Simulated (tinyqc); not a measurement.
Pi bands of a honeycomb layer in tight binding: one step. Levels at Gamma, M and K. Three cases, with inputs chosen for the exercise.

Question. Solve the quadratic (e - E)^2 - D^2 - (t + s0 E)^2 w^2 = 0 with e = -t2 (w^2 - 3), for w = 3, 1, 0.

Lattice vectors a (1,0) and a (1/2, sqrt3/2); f = exp(i ky a/sqrt3) + 2 cos(kx a/2) exp(-i ky a/(2 sqrt3)), w = |f|. H = [[D - t2 F, -t f], [., -D - t2 F]] with F = w^2 - 3, S = [[1, s0 f], [., 1]]; the levels solve det(H - E S) = 0. K = (4 pi/3a, 0), M = (pi/a, pi/(sqrt3 a)); w = 3, 1, 0 at Gamma, M, K.

Case 1.

Values chosen (of the size used for graphene; not measured data): t = 2.72 eV (nearest hopping); t2 = 0.08 eV (second-neighbour hopping); s0 = 0.112 (overlap of neighbours); D = 0 eV (+D on A, -D on B).

Case 2.

Values chosen (of the size used for graphene; not measured data): t = 2.85 eV (nearest hopping); t2 = 0 eV (second-neighbour hopping); s0 = 0.104 (overlap of neighbours); D = 0 eV (+D on A, -D on B).

Case 3.

Values chosen (of the size used for hexagonal BN; not measured data): t = 2.23 eV (nearest hopping); t2 = 0.17 eV (second-neighbour hopping); s0 = 0.044 (overlap of neighbours); D = 2.76 eV (+D on A, -D on B).

Give: a table of point, w, lower, upper, difference.

Answer.

Case 1.

Levels (eV):
```
point  w    lower    upper  difference
Gamma  3  -6.4671  11.5663     18.0333
M      1  -2.3022   3.2432      5.5454
K      0   0.2400   0.2400      0.0000
```

Measured from the middle of the levels at K (0.240 eV), the upper band reaches 11.326 eV and the lower -6.707 eV at Gamma: the upper band is the wider; overlap stretches the upper band and positive t2 the lower. The saddle points at M give the absorption peak at 5.545 eV in this one-electron picture.

Case 2.

Levels (eV):
```
point  w    lower    upper  difference
Gamma  3  -6.5168  12.4273     18.9441
M      1  -2.5815   3.1808      5.7623
K      0   0.0000   0.0000      0.0000
```

Measured from the middle of the levels at K (0.000 eV), the upper band reaches 12.427 eV and the lower -6.517 eV at Gamma: the upper band is the wider; overlap stretches the upper band and positive t2 the lower. The saddle points at M give the absorption peak at 5.762 eV in this one-electron picture.

Case 3.

Levels (eV):
```
point  w    lower   upper  difference
Gamma  3  -7.3687  7.0900     14.4586
M      1  -3.1236  4.0015      7.1251
K      0  -2.2500  3.2700      5.5200
```

Measured from the middle of the levels at K (0.510 eV), the upper band reaches 6.580 eV and the lower -7.879 eV at Gamma: the lower band is the wider; overlap stretches the upper band and positive t2 the lower. In the real layer the upper band is the wider one. The saddle points at M give the absorption peak at 7.125 eV in this one-electron picture.

Computed by tinyqc, one run a case: `OMP_NUM_THREADS=1 python tinyqc.py N N+1 out.jsonl` with N = 1451669, 1451735, 1452640; one thread of a shared Intel(R) Xeon(R) Processor @ 2.30GHz, about 0.01 s a run at most.
